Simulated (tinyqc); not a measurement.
On-chip interconnect, size-dependent resistivity and RC delay: one step of the calculation.

A rectangular line between two neighbours and two ground planes. Surface and grain-boundary scattering are added to the bulk resistivity as corrections; capacitances are parallel-plate values without fringing; inductance is ignored.

Problem. Node voltages after a time step. A 1 V step is applied behind Rd at t = 0. C dv/dt = -G v + b, with G the conductance matrix of the ladder (1/Rs between neighbours, 1/Rd added at node 0) and b = (1 V/Rd, 0, ...). Trapezoidal step: (C/dt + G/2) v(new) = (C/dt - G/2) v + b.

Values chosen for this exercise:
- Rd = 340 ohm (driver resistance)
- dt = 0.65 ps (time step)

Rs = 141.65235 ohm
C, node 0 to 7 (fF): [0.10325640, 0.20651281, 0.20651281, 0.20651281, 0.20651281, 0.20651281, 0.20651281, 1.0932564]
v at t = 1 dt, node 0 to 7 (V): [1.1547052, 0.8545017, 0.6312114, 0.4647359, 0.3400910, 0.2460575, 0.1741714, 0.1179624]

Wanted: v at t = 2 dt.

Solution.

v at t = 2 dt, node 0 to 7 (V): [0.49506, 0.61965, 0.64620, 0.61728, 0.56026, 0.49245, 0.42467, 0.36376]

Range of the model: The metal width is under the mean free path, where the thick-limit surface term and the simple sum of corrections lose accuracy.

Computed by the program tinyqc: `OMP_NUM_THREADS=1 python tinyqc.py 2100144 2100145 out.jsonl`, one thread of a shared Intel Xeon 2.30GHz, about 0.01 s for the whole run.
